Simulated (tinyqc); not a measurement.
# Voltage drop against the resistance of a horizontal segment

A grid of 25 by 25 nodes with segments Rx (rows) and Ry (columns); every node draws I1 and the central node kh I1; pads with resistance Rp sit at the nodes whose row and column are multiples of the pitch, counting from 0. The drops u = Vdd - V follow from G u = i, with G the conductance matrix and i the load currents, solved directly. Here the pitch is 12.

Inputs (values chosen for the exercise):
- Vdd = 0.7 V (supply voltage)
- Ry = 1.2 ohm (resistance of a vertical segment)
- Rp = 0.56 ohm (resistance from a pad node to the supply)
- kh = 3 (factor on the load at the hot node)
- I1 = 0.34 mA (load current of a node in the large grid)

Voltage drop against the resistance of a horizontal segment:
```
Rx (ohm)	pads	worst drop (mV)	mean drop (mV)	largest drop at a pad (mV)	largest pad current (mA)	worst drop over Vdd (%)
0.21	9	26.76	23.70	18.28	32.64	3.823
0.42	9	30.18	26.94	18.85	33.66	4.312
0.85	9	35.64	31.96	19.55	34.91	5.092
1.7	9	44.45	39.39	20.43	36.48	6.350
3.4	9	59.23	50.73	21.51	38.41	8.461
6.8	9	84.65	68.93	22.70	40.53	12.09
14	9	133.6	101.9	23.91	42.69	19.08
```

What does the table show?

The worst drop rises from 26.8 to 134 mV and the mean drop rises from 23.7 to 102 mV. The worst drop goes as Rx^(0.17) between the first two rows and Rx^(0.63) between the last two. The central node is itself a pad. For Rx = 14 the drop exceeds 15 % of the supply, where loads no longer draw a fixed current.

Program tinyqc, `OMP_NUM_THREADS=1 python tinyqc.py 2770176 2770177 out.jsonl`; Intel Xeon 2.30GHz, shared host, one thread, about 0.2 s.
